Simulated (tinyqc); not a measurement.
Hartree-Fock atom on a uniform radial grid, spin-unpolarised, for He, step by step. Computed by tinyqc, a small Python program that keeps every step. Settings: Z = 2, points = 256, R = 8.6, functional = hf2, mixing = 0.2, iteration cap = 71. Command: `OMP_NUM_THREADS=1 python tinyqc.py 31268 31269 out.jsonl` (the two numbers bound the seeds that draw the settings). One thread of a shared host (Intel(R) Xeon(R) Processor @ 2.60GHz), about 0.7 s of CPU time with the checks. Later iterations appear only in the table of the cycle.

## Iteration 1

Spherical atom on a uniform radial grid r_j = j h with h = R/(N + 1), h sum u^2 = 1 and integrals as h times sums, u(0) = u(R) = 0 (atomic units):
```
parameter           value
Z                       2
points N              256
R                8.600000
h                0.033463
mixing           0.200000
electrons in 1s         2
```

Three-point differences turn -u''/2 + [l(l+1)/2r^2 - Z/r + V] u = e u into a tridiagonal matrix (diagonal 1/h^2 + potential, off-diagonal -1/2h^2). D = sum f u^2; the Hartree potential y/r solves y'' = -D/r with y(0) = 0, y(R) = N_e; for two electrons in one orbital exchange is -V_H/2 (Hartree-Fock); E = sum f e - int D V + int D (V_H/2 + eps_xc); V(new) = V + mixing (V_H + v_xc - V).

eigenvalues (hartree): 1s -1.997765

Every 16th grid point:
```
r             V in     u(1s)         D       V_H       v_xc
0.535409  0.000000  1.037699  2.153640  2.826436  -1.413218
1.070817  0.000000  0.711866  1.013506  1.786637  -0.893319
1.606226  0.000000  0.366257  0.268288  1.236628  -0.618314
2.141634  0.000000  0.167502  0.056114  0.932923  -0.466461
2.677043  0.000000  0.071817  0.010315  0.746986  -0.373493
3.212451  0.000000  0.029560  0.001748  0.622565  -0.311283
3.747860  0.000000  0.011829  0.000280  0.533636  -0.266818
4.283268  0.000000  0.004637  0.000043  0.466933  -0.233466
4.818677  0.000000  0.001789  0.000006  0.415052  -0.207526
5.354086  0.000000  0.000682  9.30e-07  0.373547  -0.186773
5.889494  0.000000  0.000257  1.32e-07  0.339588  -0.169794
6.424903  0.000000  0.000096  1.85e-08  0.311289  -0.155644
6.960311  0.000000  0.000036  2.55e-09  0.287343  -0.143672
7.495720  0.000000  0.000013  3.38e-10  0.266819  -0.133409
8.031128  0.000000  4.28e-06  3.66e-11  0.249031  -0.124516
8.566537  0.000000  2.10e-07         0  0.233467  -0.116733
```

total energy = -2.74609143 hartree

## Iteration 2

As before.

eigenvalues (hartree): 1s -1.750195

Every 16th grid point:
```
r             V in     u(1s)         D       V_H       v_xc
0.535409  0.282644  1.017371  2.070087  2.768716  -1.384358
1.070817  0.178664  0.725623  1.053058  1.773114  -0.886557
1.606226  0.123663  0.392632  0.308320  1.234079  -0.617039
2.141634  0.093292  0.189899  0.072124  0.932491  -0.466246
2.677043  0.074699  0.086368  0.014919  0.746918  -0.373459
3.212451  0.062257  0.037780  0.002855  0.622555  -0.311277
3.747860  0.053364  0.016087  0.000518  0.533635  -0.266817
4.283268  0.046693  0.006716  0.000090  0.466933  -0.233466
4.818677  0.041505  0.002762  0.000015  0.415052  -0.207526
5.354086  0.037355  0.001122  2.52e-06  0.373547  -0.186773
5.889494  0.033959  0.000452  4.08e-07  0.339588  -0.169794
6.424903  0.031129  0.000180  6.50e-08  0.311289  -0.155644
6.960311  0.028734  0.000071  1.02e-08  0.287343  -0.143672
7.495720  0.026682  0.000028  1.53e-09  0.266819  -0.133409
8.031128  0.024903  0.000010  1.83e-10  0.249031  -0.124516
8.566537  0.023347  4.80e-07         0  0.233467  -0.116733
```

total energy = -2.78764157 hartree

## Convergence

Stop when input and output potentials agree to 1e-7.

Course of the cycle (hartree):
```
iteration            E      e(1s)  largest |V(out) - V(in)|
1          -2.74609143  -1.997765                  2.00e+00
2          -2.78764157  -1.750195                  1.53e+00
3          -2.81459831  -1.560124                  1.17e+00
4          -2.83168318  -1.414029                  8.94e-01
5          -2.84228057  -1.301595                  6.81e-01
6          -2.84872811  -1.214952                  5.17e-01
7          -2.85258519  -1.148096                  3.93e-01
8          -2.85485964  -1.096441                  2.98e-01
9          -2.85618489  -1.056478                  2.25e-01
10         -2.85694960  -1.025521                  1.71e-01
11         -2.85738746  -1.001512                  1.29e-01
...                ...        ...                       ...
61         -2.85796063  -0.916539                  8.62e-07
62         -2.85796063  -0.916539                  6.87e-07
63         -2.85796063  -0.916539                  5.49e-07
64         -2.85796063  -0.916539                  4.38e-07
65         -2.85796063  -0.916538                  3.49e-07
66         -2.85796063  -0.916538                  2.79e-07
67         -2.85796063  -0.916538                  2.22e-07
68         -2.85796063  -0.916538                  1.78e-07
69         -2.85796063  -0.916538                  1.42e-07
70         -2.85796063  -0.916538                  1.13e-07
71         -2.85796063  -0.916538                  9.03e-08
```

Converged in 71 iterations. A uniform grid resolves the cusp poorly: for a bare nucleus this grid gives 1s at -1.99777 against -Z^2/2 = -2 hartree. Before convergence this energy mixes input and output and is not variational, so it may rise towards its limit.
